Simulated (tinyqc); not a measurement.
MOS inversion layer, Poisson-Schroedinger loop: course of the self-consistent loop.

Electrons confined at an insulator interface at z = 0, treated as a hard wall; parabolic valleys, Hartree approximation, no image or exchange terms. The depletion charge lies far deeper than the electrons and gives a uniform field q Nd/(eps0 eps_r); the gate balances all charge. Energies are counted from the band edge at the interface.

V0 = q Nd z/(eps0 eps_r) in eV.

Tridiagonal Hamiltonian with psi = 0 one step beyond both ends: H_ii = C (1/m_(i-1/2) + 1/m_(i+1/2))/hz^2 + V0_i + U_i (+ dE for the set B), H_(i,i+1) = -C/(m_(i+1/2) hz^2), C = hbar^2/(2 m0). The lowest 2 level(s) of each valley set are kept, normalised to hz sum |psi|^2 = 1. The mass is the same on all intervals.

Level k holds N_k = D_k Vt ln(1 + exp((EF - E_k)/Vt)) with D = 2 md1 m0 q/(pi hbar^2) for the set A, D = 4 md2 m0 q/(pi hbar^2) for the set B per eV (spin included); EF is fixed by sum N_k = Ns.

n_i = sum_k N_k |psi_k|^2 (converted to cm^-3). Hartree part by Gauss: on the interval before node i the electrons still beyond are S_i = Ns - hz sum_(j<i) n_j, and U_i = U_(i-1) + q S_i hz/(eps0 eps_r) in eV, U_0 = 0 at the interface. Mixing: U(new) = U + a (U(out) - U).

Start from U = 0. Stop when the largest |U(out) - U| is below 1e-7 eV, or after 120 rounds.

Values chosen for this exercise; masses and permittivity close to those of silicon (100): temperature T = 200 K; relative permittivity eps_r = 11.9; mass along z of valley set A (2 valley(s)) mz1 = 0.906 m0; in-plane density-of-states mass of set A md1 = 0.19 m0; mass along z of valley set B (4 valley(s)) mz2 = 0.188 m0; in-plane density-of-states mass of set B md2 = 0.418 m0; sheet density of electrons Ns = 8.9e12 cm^-2; sheet density of depletion charge Nd = 8.3e11 cm^-2; extra shift of set B (strain) dE = 0 eV; mesh step hz = 0.76 nm; mixing factor a = 1.

Constants: q = 1.602176634e-19 C, kB = 1.380649e-23 J/K, hbar = 1.054571817e-34 J s, m0 = 9.1093837015e-31 kg, Vt = kB T/q, eps0 = 8.8541878128e-14 F/cm where lengths are in cm, hbar^2/(2 m0) = 0.0380998212 eV nm^2. Results are converted to the units shown.

z, node 1 to 17 (nm): 0.76  1.52  2.28  3.04  3.8  4.56  5.32  6.08  6.84  7.6  8.36  9.12  9.88  10.64  11.4  12.16  12.92

Course of the iteration:
```
round  level A1 (eV)    EF (eV)  largest |U(out) - U| (eV)
1          0.0436291  0.0597287                      0.451
2           0.215210   0.269787                      0.314
3           0.172862   0.192532                      0.270
4           0.212912   0.266928                      0.265
5           0.175785   0.196424                      0.255
6           0.212384   0.266227                      0.254
7           0.176508   0.197426                      0.251
8           0.212235   0.266026                      0.251
9           0.176715   0.197718                      0.250
...              ...        ...                        ...
112         0.212171   0.265940                      0.249
113         0.176805   0.197844                      0.249
114         0.212171   0.265940                      0.249
115         0.176805   0.197844                      0.249
116         0.212171   0.265940                      0.249
117         0.176805   0.197844                      0.249
118         0.212171   0.265940                      0.249
119         0.176805   0.197844                      0.249
120         0.212171   0.265940                      0.249
```

Did this iteration meet its convergence test, and what does its course show?

No. Not converged within 120 rounds: the residual has levelled off at one value. The lowest level moves up and down in turn: each round overcorrects the one before. Reruns converge within the same cap with Anderson mixing of depth 4 with a = 0.5 (11 rounds) and with plain mixing with a = 0.5 (21 rounds).

Computed by the program tinyqc: `OMP_NUM_THREADS=1 python tinyqc.py 2160026 2160027 out.jsonl`, one thread of a shared Intel Xeon 2.30GHz, about 1 s for the whole run.
